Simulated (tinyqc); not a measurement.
Epitaxial growth on a vicinal surface: Burton-Cabrera-Frank step flow, step-edge barrier and island nucleation: one step, computed by the program tinyqc. Command: `OMP_NUM_THREADS=1 python tinyqc.py 3011217 3011218 out.jsonl stepflow walk`. One thread of a shared host (Intel(R) Xeon(R) Processor @ 2.30GHz), about 0.03 s of CPU time with the checks.

Adatoms land at rate F, hop on a square grid (a simplification for hexagonal faces), desorb, or join steps. Lengths are in units of a and n is the adatom coverage. Steps ascend at x = 0 and descend at x = l.

Problem. Scales. D = nu exp(-E_d/(k_B T)) (a^2/s, nu counted per direction); tau = exp(E_a/(k_B T))/nu; x_s = sqrt(D tau); n_eq = exp(-E_f/(k_B T)); terrace width l = h/(a tan(miscut)); Schwoebel length l_s = exp(E_s/(k_B T)) - 1. Temperatures in kelvin are T(C) + 273.15.

Inputs (values chosen for the exercise, close to those used for GaN(0001)):

| quantity | value | unit |
|---|---|---|
| site spacing a | 3.19 | angstrom |
| step height h | 2.59 | angstrom |
| diffusion barrier E_d | 1.27 | eV |
| desorption energy E_a | 2.77 | eV |
| adatom formation energy E_f | 1.25 | eV |
| step-edge barrier E_s | 0 | eV |
| attempt frequency nu | 10 | THz |
| miscut angle | 8 | degrees |
| temperature T | 850 | C |

Constants: k_B = 8.617333262e-05 eV/K.

Give: D; lifetime tau; diffusion length x_s; equilibrium coverage n_eq; terrace width l; Schwoebel length l_s.

Solution.

D = 2.001e+07 a^2/s

lifetime tau = 0.2688 s

diffusion length x_s = 2319 a

equilibrium coverage n_eq = 2.460e-06

terrace width l = 5.777 a

Schwoebel length l_s = 0 a

l/x_s = 0.00249: nearly every adatom reaches a step.
